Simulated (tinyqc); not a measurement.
Limits against temperature: thermal and gravitational stress in a wafer during furnace and rapid thermal processing, and the onset of slip. Computed by tinyqc, a small Python program. Command: `OMP_NUM_THREADS=1 python tinyqc.py 3020595 3020596 out.jsonl slip walk`. One thread of a shared host (Intel(R) Xeon(R) Processor @ 2.30GHz), about 0.01 s of CPU time with the checks.

A thin free disc in plane stress, isotropic; T(r) = T_centre + dT (r/R)^n with n = 2. Stress is positive in tension; sigma_SB = 5.670374419e-8 W/(m^2 K^4), g = 9.80665 m/s^2.

Inputs (values chosen for the exercise, modelled on silicon):
```
quantity                              value        unit
wafer radius R                          100          mm
thickness t                             725  micrometre
Young's modulus E                       139         GPa
expansion alpha                        4.14      1e-6/K
prefactor A of the critical stress  0.00024         MPa
energy U of the critical stress        1.08          eV
density rho                            2330      kg/m^3
heat capacity c                         984    J/(kg K)
conductivity k                         25.7     W/(m K)
wafer spacing s                         4.3          mm
```

Constants: k_B = 8.617333262e-05 eV/K.

Method. Critical resolved stress tau_c = A exp(U/(k_B T)), a form chosen for the exercise; slip when 0.492799 |s_tt(R)| > tau_c; allowed |dT| = tau_c (n + 2)/(0.492799 n alpha E). In a stack heated from the rim, heat flows inward by conduction and by radiation between wafers: k_eff = k + (16/3) sigma_SB T^3 s^2/t (a diffusion estimate with the spacing as path length). A steady ramp gives the parabolic lag dT = rho c (ramp) R^2/(4 k_eff); the allowed ramp uses n = 2.

For the parabolic profile:
```
T (K)  tau_c (MPa)  allowed |dT| (K)  k_eff (W/(m K))  allowed ramp (K/min)
1050        36.642            258.42           34.628                93.675
1125        16.535            116.61           36.682                44.777
1200         8.242             58.12           39.028                23.746
1275         4.459             31.44           41.686                13.721
1350         2.582             18.21           44.676                 8.518
1425         1.584             11.17           48.018                 5.616
1500         1.021              7.20           51.731                 3.898
```

From 1050 to 1500 K the allowed difference falls 36 times and the allowed ramp 24 times; radiation, which grows as T^3, gives back a factor 1.49. Ramps must slow as the wafer gets hotter.
